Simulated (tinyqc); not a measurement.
# Worked calculation: threshold of a short bulk MOSFET: charge sharing, barrier lowering, narrow width

tinyqc, about 0.01 s, one thread, Intel Xeon 2.30GHz (shared host): `OMP_NUM_THREADS=1 python tinyqc.py 2002022 2002023 out.jsonl` Printed values are rounded.

n-channel device on a p-type body, depletion approximation, full ionisation. Uniform doping N = Na. Vbi from Boltzmann statistics is rough for the degenerate source. Cox = eps0 eox/tox.

Parameters, values chosen for the exercise; band and dielectric values close to those of silicon:
- T = 350 K (temperature)
- Eg = 1.13 eV (band gap)
- eps_r = 11.7 (relative permittivity)
- Nc = 3.52e19 cm^-3 (conduction-band density of states at T)
- Nv = 3.39e19 cm^-3 (valence-band density of states at T)
- eox = 7.37 (relative permittivity of the gate insulator (close to silicon nitride))
- tox = 3.4 nm (insulator thickness)
- Na = 1.7e18 cm^-3 (channel doping)
- Nsd = 1e20 cm^-3 (source and drain doping)
- Vfb = -0.74 V (flat-band voltage for the doping Na)
- xj = 88 nm (junction depth)
- Vbs = -1 V (body-source voltage)
- Vds = 1.2 V (drain-source voltage)
- W = 1000 nm (gate width)
- xw = 1.5708 (shape factor of the fringing depletion at the width edges)
- L = 85 nm (channel length)

Constants: q = 1.602176634e-19 C, kB = 1.380649e-23 J/K, Vt = kB T/q, eps0 = 8.8541878128e-14 F/cm where lengths are in cm. Results are converted to the units shown.

## Long-channel threshold and scales

ni = sqrt(Nc Nv) exp(-Eg/(2 Vt)), Eg in volts; 2 pB = 2 Vt ln(N/ni); flat band Vfb - Vt ln(N/Na); Wd = sqrt(2 eps0 eps_r (2 pB - Vbs)/(q N)); body term q N Wd/Cox; long-channel VT0 = flat band + 2 pB + body term; Vbi = Vt ln(N Nsd/ni^2); scale length l = sqrt((eps_r/eox) tox Wd).

N = 1.7e18 cm^-3
2 pB = 0.948336 V
flat band = -0.74 V
Wd = 38.4977 nm
body term = 0.546332 V
VT0 = 0.754668 V
Vbi = 1.07123 V
l = 14.4150 nm

## Short-channel and narrow-width shifts

Charge sharing (trapezoid; it ignores Vds): F = (xj/L)(sqrt(1 + 2 Wd/xj) - 1), lowering = body term times F. Barrier lowering: th = exp(-L/(2 l)) + 2 exp(-L/l), lowering = th [2 (Vbi - 2 pB) + Vds], DIBL = th. Narrow width: rise = body term times xw Wd/W. VT by each model = VT0 - lowering + rise.

F = 0.382321
lowering by charge sharing = 208.874 mV
th = 0.0579257
lowering of the barrier = 83.7480 mV
DIBL = 57.9257 mV/V
narrow-width rise = 33.0379 mV
VT, charge sharing = 0.578832 V
VT, barrier lowering = 0.703958 V

L is 5.90 scale lengths. The charge-sharing lowering is 2.49 times the barrier lowering; the first falls off as 1/L and the second exponentially. Both describe the same loss of gate control, so they are alternatives and are not added.
